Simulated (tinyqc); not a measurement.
Narrowing against degeneracy: heavy doping: gap narrowing, degeneracy and the minority density.

F_j(eta) = (1/Gamma(j + 1)) integral_0^infinity x^j dx/(1 + exp(x - eta)), which tends to exp(eta) for eta << 0.

Empirical narrowing (Slotboom form, constants chosen for the exercise; published fits of this form give the apparent narrowing, here it is taken as the true one): dEg = E0 [ln(N/N0) + sqrt(ln(N/N0)^2 + C)].

Majority: N = Nv F_1/2(eta), eta the distance of EF beyond the majority band edge in kT. Degeneracy factor gam = F_1/2(eta)/exp(eta). ni0^2 = Nc Nv exp(-Eg/kT); product n p = ni0^2 gam exp(dEg/kT), dEg the true narrowing; apparent narrowing dEa = dEg + kT ln gam; minority density = n p/N.

Constants: kB = 8.617333262e-05 eV/K.

Values chosen for the exercise (gap and densities of states near those of Si at this temperature; narrowing constants near the fits for Si; not measured data): Eg = 1.095 eV (gap); Nc = 4.1e+19 1/cm^3 (conduction-band density of states); Nv = 1.76e+19 1/cm^3 (valence-band density of states); T = 400 K; E0 = 6.22 meV (narrowing scale); N0 = 1.6e+17 1/cm^3 (onset density); C = 0.5 (smoothing constant).

N takes the values listed; the last column is N over the factor gam exp(dEg/kT), the doping that a simple model would need to give the same minority density.

Results:
```
N (1/cm^3)    eta      gam  dEg (meV)  dEa (meV)  minority (1/cm^3)  effective doping (1/cm^3)
5.0e+16     -5.86    0.999        1.2        1.2           2.39e+08                   4.83e+16
2.0e+17     -4.47    0.996        6.0        5.9           6.83e+07                   1.69e+17
5.0e+17     -3.55    0.990       15.4       15.1           3.57e+07                   3.23e+17
2.0e+18     -2.13    0.961       32.0       30.6           1.40e+07                   8.22e+17
5.0e+18     -1.16    0.905       43.3       39.8           7.32e+06                   1.58e+18
2.0e+19      0.52    0.673       60.4       46.7           2.24e+06                   5.15e+18
5.0e+19      2.01    0.380       71.7       38.4           7.02e+05                   1.64e+19
1.0e+20      3.61    0.154       80.3       15.8           1.82e+05                   6.32e+19
4.0e+20      9.61  0.00152       97.5     -126.2                741                   1.56e+22
```

dEg grows steadily to 97.5 meV, while the apparent value peaks at 46.7 meV for N = 2e+19 and falls to -126.2 meV as the Fermi level enters the band (a negative value is not met in measurements: parabolic bands with a fixed mass overstate the filling). N grows by a factor 40 from the third to the sixth row and the effective doping by 16.0.

tinyqc: `OMP_NUM_THREADS=1 python tinyqc.py 1650217 1650218 out.jsonl`; about 0.01 s, one thread, shared Intel(R) Xeon(R) Processor @ 2.30GHz.
